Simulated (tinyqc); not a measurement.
Electromigration in a confined line: Blech product, Korhonen stress evolution and Black's law: one step, computed by the program tinyqc.

The electron wind pushes atoms from the cathode (x = 0) to the anode (x = L); blocking ends build a back stress (tension positive). The input rho is taken not to change with temperature. d sigma/dt = d/dx [kappa (d sigma/dx + G)], with zero flux at both ends and sigma = 0 at t = 0.

Question. Series terms at the cathode. sigma(x, t) = G L [1/2 - x/L - 4 sum_(m odd) cos(m pi x/L) exp(-m^2 pi^2 s)/(m pi)^2], s = t/tau, summed to m = 399. The terms at x = 0 are 4 exp(-m^2 pi^2 s)/(m pi)^2; tau = L^2/kappa.

Inputs (values chosen for the exercise, close to those used for ruthenium lines):

| quantity | value | unit |
|---|---|---|
| critical stress sigma_c | 480 | MPa |
| line length L | 270 | um |
| test temperature T | 220 | C |
| time as a fraction of L^2/kappa, s | 0.17 | - |

Start: stress-free.

stress gradient G = 72.09088 MPa/um

tau = 8.578249e+07 h

Give: terms for m = 1, 3, 5, 7; cathode stress at time s; time t.

Answer.

terms for m = 1, 3, 5, 7: 0.075698  1.2458e-08  9.8397e-21  1.6314e-38

cathode stress at time s = 8258.8 MPa

time t = 1.4583e+07 h

Caution: the stress exceeds sigma_c: a void would already have formed and relaxed it, so the value is formal.
